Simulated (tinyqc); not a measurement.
Mass and g factor above the band edge: five-level k.p model folded onto the conduction band.

Second-order sums for the lowest conduction level at E: 1/m = 1 + Cm + (Ep/3)(2/E + 1/(E + Dso)) - (Ep2/3)(2/(E7 + D2 - E) + 1/(E7 - E)); g/2 = 1 + Cg - (Ep/3)(1/E - 1/(E + Dso)) - (Ep2/3)(1/(E7 - E) - 1/(E7 + D2 - E)). E is counted from the top of the valence band; E = Eg at the edge.

Inputs chosen for the exercise (near those of GaSb; not measured data): Eg = 0.765 eV (gap at Gamma to the s-like level); Dso = 0.76 eV (spin-orbit splitting); Ep = 25.7 eV (Kane energy); E7 = 3.22 eV (upper Gamma7 conduction level, from the valence top); D2 = 0.31 eV (its spin-orbit splitting, Gamma8 above Gamma7); Ep2 = 5.8 eV (Kane energy to the upper levels); Cm = -2.5 (remote term in 1/m); Cg = -0.02 (remote term in g/2).

The sums are evaluated at E = Eg + dE, as is done for confined or hot electrons.

Results:
```
dE (meV)    m(E)    g(E)  m(E)/m(Eg)  1 + dE/Eg
0         0.0411  -9.378      1.0000     1.0000
18        0.0421  -8.997      1.0251     1.0235
46        0.0438  -8.443      1.0645     1.0601
92        0.0465  -7.626      1.1302     1.1203
138       0.0492  -6.908      1.1973     1.1804
184       0.0520  -6.273      1.2659     1.2405
275       0.0578  -5.217      1.4067     1.3595
```

Over 275 meV the mass grows by 40.7 %, against 35.9 % for two levels alone, and g moves from -9.378 to -5.217, towards the free value 2.

Run: tinyqc, `OMP_NUM_THREADS=1 python tinyqc.py 1050308 1050309 out.jsonl`; Intel(R) Xeon(R) Processor @ 2.30GHz, one thread, shared host; about 0.01 s of CPU time with all checks.
